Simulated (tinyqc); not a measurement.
Landau-Devonshire theory of a uniaxial ferroelectric: one step, computed by the program tinyqc.

G(P) = (alpha/2) P^2 + (beta*/4) P^4 + (gamma/6) P^6 - E P per volume, SI units, one domain, P along the polar axis.

Question. A capacitor with imperfect screening. Between shorted electrodes with screening length lambda each, the depolarising field is -k P, k = 2 lambda/(eps_0 (d + 2 lambda eps_b)), so alpha turns into alpha + k. Ps^2 = [-beta* + sqrt(beta*^2 - 4 alpha gamma)]/(2 gamma). The polar state is the lowest uniform state while alpha + k < 0 (beta* > 0) or < 3 beta*^2/(16 gamma) (beta* < 0); setting the equality gives the critical thickness d_c.

Inputs (values chosen for the exercise, modelled on barium titanate): Curie-Weiss temperature T0 = 381 K; gamma = 1.59e+10 J m^9/C^6; temperature T = 301 K; film thickness d = 9.6 nm; screening length lambda = 0.0056 nm; background permittivity eps_b = 8.

Sample: free crystal.

alpha = -5.352000e+07 J m/C^2

beta* = -8.25e+08 J m^5/C^4

Constants: eps_0 = 8.8541878128e-12 F/m.

Give: depolarising coefficient k; polarisation of the film; size of the depolarising field; critical thickness d_c.

Answer.

depolarising coefficient k = 1.305e+08 J m/C^2

polarisation of the film = 0 microcoulomb/cm^2

size of the depolarising field = 0 MV/m

critical thickness d_c = 20.46 nm

The film is thinner than d_c, so the uniform polar state is not the lowest one; a real film may break into domains or be non-polar.
